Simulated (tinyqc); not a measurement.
Worked calculation: RKS/BP86 in the 6-31g basis, for H2, spin multiplicity 1. One step of it, computed by the program tinyqc.

Task: Iteration 2: building the Kohn-Sham matrix. J_ij = sum D_kl (ij|kl); F = H + J + V_xc; E = tr D H + tr D J / 2 + E_xc + E_nn.

D after iteration 1:
```
          1H 1s     1H 2s     2H 1s     2H 2s
1H 1s  0.277767  0.163970  0.277767  0.163970
1H 2s  0.163970  0.096794  0.163970  0.096794
2H 1s  0.277767  0.163970  0.277767  0.163970
2H 2s  0.163970  0.096794  0.163970  0.096794
```

core Hamiltonian H = T + V (hartree):
```
           1H 1s      1H 2s      2H 1s      2H 2s
1H 1s  -1.037722  -0.958066  -0.942935  -0.843822
1H 2s  -0.958066  -0.947710  -0.843822  -0.890754
2H 1s  -0.942935  -0.843822  -1.037722  -0.958066
2H 2s  -0.843822  -0.890754  -0.958066  -0.947710
```

Two-electron integrals (ij|kl) in chemists' order, unique and non-zero (hartree):
```
(11|11) 1.076566   (21|11) 0.578470   (21|21) 0.329423   (22|11) 0.587396
(22|21) 0.361304   (22|22) 0.453150   (31|11) 0.491663   (31|21) 0.277389
(31|22) 0.298793   (31|31) 0.277472   (32|11) 0.383424   (32|21) 0.230047
(32|22) 0.272327   (32|31) 0.235069   (32|32) 0.218808   (33|11) 0.717023
(33|21) 0.434018   (33|22) 0.514711   (33|31) 0.491663   (33|32) 0.466870
(33|33) 1.076566   (41|11) 0.466870   (41|21) 0.266589   (41|22) 0.293639
(41|31) 0.235069   (41|32) 0.198106   (41|33) 0.383424   (41|41) 0.218808
(42|11) 0.501171   (42|21) 0.309592   (42|22) 0.392045   (42|31) 0.272795
(42|32) 0.257106   (42|33) 0.501171   (42|41) 0.257106   (42|42) 0.353408
(43|11) 0.434018   (43|21) 0.264414   (43|22) 0.321654   (43|31) 0.277389
(43|32) 0.266589   (43|33) 0.578470   (43|41) 0.230047   (43|42) 0.309592
(43|43) 0.329423   (44|11) 0.514711   (44|21) 0.321654   (44|22) 0.418242
(44|31) 0.298793   (44|32) 0.293639   (44|33) 0.587396   (44|41) 0.272327
(44|42) 0.392045   (44|43) 0.361304   (44|44) 0.453150
```

nuclear repulsion = 0.80544477 hartree

V_xc (hartree):
```
           1H 1s      1H 2s      2H 1s      2H 2s
1H 1s  -0.574224  -0.305912  -0.311163  -0.257668
1H 2s  -0.305912  -0.288618  -0.257668  -0.265904
2H 1s  -0.311163  -0.257668  -0.574224  -0.305912
2H 2s  -0.257668  -0.265904  -0.305912  -0.288618
```

E_xc = sum of w rho eps_xc = -0.75868272 hartree

Give: Coulomb J; Kohn-Sham matrix F; total energy of this density.

Result:

Coulomb J (hartree):
```
        1H 1s   1H 2s   2H 1s   2H 2s
1H 1s  1.5859  0.9190  0.8740  0.7709
1H 2s  0.9190  1.0419  0.7709  0.9460
2H 1s  0.8740  0.7709  1.5859  0.9190
2H 2s  0.7709  0.9460  0.9190  1.0419
```

Kohn-Sham matrix F (hartree):
```
         1H 1s    1H 2s    2H 1s    2H 2s
1H 1s  -0.0260  -0.3450  -0.3801  -0.3306
1H 2s  -0.3450  -0.1944  -0.3306  -0.2107
2H 1s  -0.3801  -0.3306  -0.0260  -0.3450
2H 2s  -0.3306  -0.2107  -0.3450  -0.1944
```

total energy of this density = -1.161389 hartree
